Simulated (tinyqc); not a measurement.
Inside a calculation. Model: ion implantation: universal nuclear stopping, Lindhard-Scharff electronic stopping and a Gaussian range profile. Computed by tinyqc, a small Python program that keeps every step. Command: `OMP_NUM_THREADS=1 python tinyqc.py 3030984 3030985 out.jsonl implant walk`. One thread of a shared host (Intel(R) Xeon(R) Processor @ 2.30GHz), about 0.07 s of CPU time with the checks. Intermediate numbers are printed to about 7 digits and carried at full precision; extremes and crossings named in words are read from the listed rows.

An ion slows by elastic collisions with screened nuclei and by friction with electrons; channelling is ignored and the target is uniform.

Inputs (values chosen for the exercise, modelled on oxygen ions in diamond): ion atomic number Z1 = 8; ion mass M1 = 16 u; target atomic number Z2 = 6; target mass M2 = 12.01 u; target density N = 176.3 1/nm^3; ion energy E = 36 keV; scale factor of electronic stopping k = 1.2; dose Q = 2e+13 1/cm^2; background C_B = 1.6e+16 1/cm^3; displacement energy E_d = 40 eV; anneal budget D t = 9.5e-12 cm^2.

Follow-up: anneal.

## Stopping at the entry energy

Reduced energy eps = 32.53 M2 E/(Z1 Z2 (M1 + M2)(Z1^0.23 + Z2^0.23)), E in keV; s_n = ln(1 + 1.1383 eps)/(2 (eps + 0.01321 eps^0.21226 + 0.19593 eps^0.5)) for eps up to 30 and ln(eps)/(2 eps) above; S_n = 8.462 Z1 Z2 M1 s_n/((M1 + M2)(Z1^0.23 + Z2^0.23)) in 1e-15 eV cm^2. S_e = k 3.83 Z1^(7/6) Z2/(Z1^(2/3) + Z2^(2/3))^(3/2) sqrt(E/M1) in 1e-15 eV cm^2, E in keV. dE/dx = N (S_n + S_e); 1e-15 eV cm^2 = 0.1 eV nm^2.

reduced energy eps = 3.349383

s_n = 0.2109025

S_n = 15.66724 x 1e-15 eV cm^2

S_e = 23.71763 x 1e-15 eV cm^2

energy loss dE/dx = 694.3552 eV/nm

Electronic stopping carries 60 % of the loss at entry.

## Range and straggle

Path length R = int_0^E dE'/(N (S_n + S_e)); energy lost to nuclei nu = int_0^E S_n/(S_n + S_e) dE' (both with E' = E y^3 and 64 Gauss-Legendre points in y). Estimates of Lindhard type: R_p = R/(1 + M2/(3 M1)), straggle dR_p = (2/3) R_p sqrt(M1 M2)/(M1 + M2).

path length R = 57.31406 nm

projected range R_p = 45.84361 nm

straggle dR_p = 15.12537 nm

energy lost to nuclei nu = 20.72472 keV

58 % of the energy goes to nuclei over the whole path. Caution: the estimates of R_p and dR_p assume mainly nuclear stopping and an ion not much lighter than the target; here they are rough, and for light ions in heavy targets the straggle can be low by a factor of two or more.

## Gaussian profile

C(x) = C_p exp(-(x - R_p)^2/(2 dR_p^2)) with C_p = Q/(sqrt(2 pi) dR_p), 1 nm = 1e-7 cm; the profile falls to the background at x_j = R_p + dR_p sqrt(2 ln(C_p/C_B)); the peak atomic fraction is C_p/N.

peak concentration C_p = 5.275142e+18 1/cm^3

Depth x_j where C falls to C_B = 97.35063 nm

peak atomic fraction = 2.992140e-05

## Damage

Kinchin-Pease count with efficiency 0.8: N_d = 0.8 nu/(2 E_d), taking all of nu as damage energy (an upper estimate, as recoils also lose energy to electrons). Spread over a depth R_p + dR_p, displacements per atom = Q N_d/(N (R_p + dR_p)).

displacements per ion N_d = 207.2472

displacements per atom = 0.003856182

One displacement per atom would need a dose of 5.2e15 per cm^2 if no defects annealed.

## Anneal

Far from the surface a Gaussian stays Gaussian: sigma^2 = dR_p^2 + 2 D t; peak Q/(sqrt(2 pi) sigma); x_j = R_p + sigma sqrt(2 ln(peak/C_B)).

width sigma = 46.13867 nm

peak after the anneal = 1.729319e+18 1/cm^3

x_j after the anneal = 187.0444 nm

x_j moves by 89.7 nm. Caution: the width is no longer small against R_p, so the surface reflects or loses dopant and the free Gaussian is only a guide.

## Nuclear against electronic stopping over energy

The formulas are those given above.

Stopping (1e-15 eV cm^2) and range:
```
E (keV)           eps       S_n       S_e    R (nm)       nu/E
1        9.303843e-02  23.25532   3.95294    3.2356  0.8794853
2        1.860769e-01  25.49978   5.59030    5.1655  0.8580747
5        4.651921e-01  25.87371   8.83904   10.2740  0.8115877
10       9.303843e-01  23.69052  12.50029   18.2402  0.7546469
20       1.860769e+00  19.70989  17.67808   33.6458  0.6705860
50       4.651921e+00  13.41818  27.95149   76.9905  0.5149762
100      9.303843e+00   9.17174  39.52938  140.0827  0.3802539
200      1.860769e+01   5.91023  55.90299  242.8548  0.2565415
500      4.651921e+01   3.06595  88.39038  465.1330  0.1358140
```

Nuclear stopping peaks near 5 keV among these rows (eps = 0.47; the universal curve peaks near 0.3). Electronic stopping overtakes it between 20 and 50 keV. The path length grows as E^0.67 at the low end and E^0.71 at the high end; constant stopping would give E^1, and stopping that rises with E, be it nuclear (below its peak) or electronic, gives a lower exponent.

Checks made by the program: range against adaptive quadrature (relative difference 2e-06).
